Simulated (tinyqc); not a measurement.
Lossy interposer transmission line with skin effect: two steps of the calculation.

A uniform line in a homogeneous dielectric: c = sqrt(er)/(c0 Z0), l = Z0 sqrt(er)/c0 (c0 = 299792458 m/s), g = w c td, w = 2 pi f. The resistance joins its limits as r = sqrt(r_dc^2 + r_hf^2), with r_dc = rho/(wd th), r_hf = kr rho/(2 delta (wd + th)), delta = sqrt(rho/(pi f mu0)), mu0 = 4 pi 1e-7 H/m; this is an interpolation, and internal inductance, up to 0.05 nH/mm at low frequency, is neglected.

Values chosen for this exercise:
```
symbol  value     unit                                  meaning
wd          4       um                       width of the strip
th          1       um                   thickness of the strip
rho       2.9  uohm cm                              resistivity
er        4.2                             relative permittivity
td      0.002                                      loss tangent
Z0         45      ohm             lossless impedance sqrt(l/c)
kr        1.5           factor for crowding and the return path
Rg         25      ohm                        source resistance
RL        1e5      ohm                          load resistance
CL        100       fF                         load capacitance
f         6.5      GHz                                frequency
```

Problem 1. Line constants. delta, r_dc, r_hf, r, l, c and g as defined.

Give: delta; r_dc; r_hf; r; l; c; g.

Solution 1.

delta = 1.063 um
r_dc = 7.250 ohm/mm
r_hf = 4.092 ohm/mm
r = 8.325 ohm/mm
l = 0.3076 nH/mm
c = 151.9 pF/m
g = 0.01241 S/m

r is 1.15 times r_dc; the skin depth is 1.06 of the thickness.

Problem 2. Reflection, input impedance and transfer. ZL = 1/(1/RL + i w CL); reflection (ZL - Zc)/(ZL + Zc); Zin = Zc (ZL + Zc tanh(gamma len))/(Zc + ZL tanh(gamma len)); H = V_load/V_source = [Zin/(Zin + Rg)]/[cosh(gamma len) + (Zc/ZL) sinh(gamma len)].

gamma len = 0.4424807+1.4635091i
Zc = 47.206475-14.169534i ohm

Wanted: ZL; reflection at the load; Zin; H; |H|.

Solution 2.

ZL = 0.6-244.9i ohm
reflection at the load = 0.8291-0.3330i
Zin = 22.82-3.46i ohm
H = -0.2201-0.8721i
|H| = -0.9204 dB

Numbers from tinyqc (`OMP_NUM_THREADS=1 python tinyqc.py 2810146 2810147 out.jsonl`; about 0.01 s on one thread of a shared Intel Xeon 2.30GHz).
